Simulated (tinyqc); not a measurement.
AlGaN/GaN HEMT with access regions, lumped model: one step of the calculation.

A polarisation-induced electron sheet under a Schottky gate, in series with two ungated access regions and contacts. Drift law v = mu E/(1 + mu E/vs) under the gate. Currents in mA/mm, resistances in ohm mm. No self-heating, no channel-length modulation; fits for polarisation, barrier and offset are chosen for the exercise.

Question. Polarisation charge, threshold and sheet resistance. sigma = (5e13 x + 1.6e13 x^2) cm^-2, phiB = 0.84 + 1.3 x, dEc = 0.7 (1.71 x + x^2) in volts, Cb = eps0 eps_r/d, VT = phiB - dEc - q sigma/Cb, access density n0 = -Cb VT/q. Rsh = 1/(q mu n0); largest access current q n0 vs.

Inputs (values chosen for the exercise); values close to those of AlGaN/GaN structures:
```
symbol  value        unit                                       meaning
x        0.25                            aluminium share of the barrier
d          15          nm                             barrier thickness
eps_r     9.4              relative permittivity of barrier and channel
mu       1700  cm^2/(V s)                              channel mobility
vs      1.4e7        cm/s                           saturation velocity
```

Constants: q = 1.602176634e-19 C, eps0 = 8.8541878128e-14 F/cm where lengths are in cm. Results are converted to the units shown.

Wanted: sigma; Cb; VT; n0; Rsh; q n0 vs.

Answer.

sigma = 1.350e13 cm^-2
Cb = 0.5549 uF/cm^2
VT = -3.076 V
n0 = 1.065e13 cm^-2
Rsh = 344.6 ohm
q n0 vs = 2390 mA/mm

Computed by the program tinyqc: `OMP_NUM_THREADS=1 python tinyqc.py 2570045 2570046 out.jsonl`, one thread of a shared Intel Xeon 2.30GHz, about 0.01 s for the whole run.
